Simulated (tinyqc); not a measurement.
Effective-mass impurity with a central-cell term, in a basis of Slater functions. Changing the dielectric constant eps. Computed by tinyqc, a small Python program. Command: `OMP_NUM_THREADS=1 python tinyqc.py 3017504 3017505 out.jsonl centralcell sweep`. One thread of a shared host (Intel(R) Xeon(R) Processor @ 2.30GHz), about 0.02 s of CPU time with the checks.

The envelope obeys H = -nabla^2 - (2/r) [Z + A exp(-kappa r)] in effective units, with kappa = a*/lambda; positive A deepens the well near the core.

Inputs (values chosen for the exercise, with mass and screening modelled on silicon):

| quantity | value | unit |
|---|---|---|
| effective mass m | 0.33 | m_0 |
| charge Z of the core | 1 | - |
| central-cell strength A | 3.3 | - |
| central-cell range lambda | 1.8 | angstrom |

Impurity: donor, one isotropic band.

Constants: Ry = 13.605693123 eV; a_0 = 0.529177210903 angstrom.

Method:
- Units: Ry* = Ry m/eps^2 and a* = a_0 eps/m, with m in m_0.
- kappa = a*/lambda; the hydrogenic ground state is bound by Z^2 Ry*.
- For s functions exp(-zeta r), with s = zeta_i + zeta_j: S = 2/s^3, T = zeta_i zeta_j S, V = -2 Z/s^2, W = -2 A/(s + kappa)^2; each function is normalised by dividing by sqrt(S_ii S_jj).
- Large basis: zeta_i = 0.06 x 1.6^(i-1), i = 1..22, same formulas; for p functions r exp(-zeta r): S = 24/s^5, T = zeta_i zeta_j S (centrifugal term included), V = -12 Z/s^4, W = -12 A/(s + kappa)^4; overlap eigenvalues below 1e-11 are dropped.
- Binding energies are -E Ry*; the effective quantum number is nu = Z/sqrt(-E); |psi(0)|^2 is given relative to the hydrogenic Z^3/(pi a*^3).

One run for each value:

| dielectric constant eps | 1s binding energy (meV) | hydrogenic binding energy (meV) | 2p binding energy (meV) | a* (angstrom) |
|---|---|---|---|---|
| 7.0 | 205.47 | 91.630 | 22.967 | 11.225 |
| 8.2 | 121.89 | 66.774 | 16.718 | 13.149 |
| 9.6 | 75.30 | 48.718 | 12.190 | 15.394 |
| 11.0 | 51.35 | 37.106 | 9.281 | 17.639 |
| 13.0 | 33.28 | 26.567 | 6.644 | 20.846 |
| 15.0 | 23.53 | 19.955 | 4.989 | 24.054 |
| 18.0 | 15.49 | 13.858 | 3.465 | 28.864 |
| 21.0 | 11.03 | 10.181 | 2.545 | 33.675 |

Over the rows, 1s binding energy (meV) falls from 205 to 11.0 (exponent d ln y / d ln x -3.3 between the first rows and -2.2 between the last); hydrogenic binding energy (meV) falls from 91.6 to 10.2 (exponent d ln y / d ln x about -2.0 throughout); 2p binding energy (meV) falls from 23.0 to 2.55 (exponent d ln y / d ln x about -2.0 throughout). The exponent of 2p binding energy stays between -2.01 and -2.00, near -2: a hydrogenic level scales as m/eps^2. The exponent of a* stays at 1: a* = a_0 eps/m.

Caution (rows 7.00, 8.20, 9.60, 11.0, 13.0): the density at the core is many times hydrogenic, so the result hangs on the model potential inside one cell, where the envelope picture is weak.
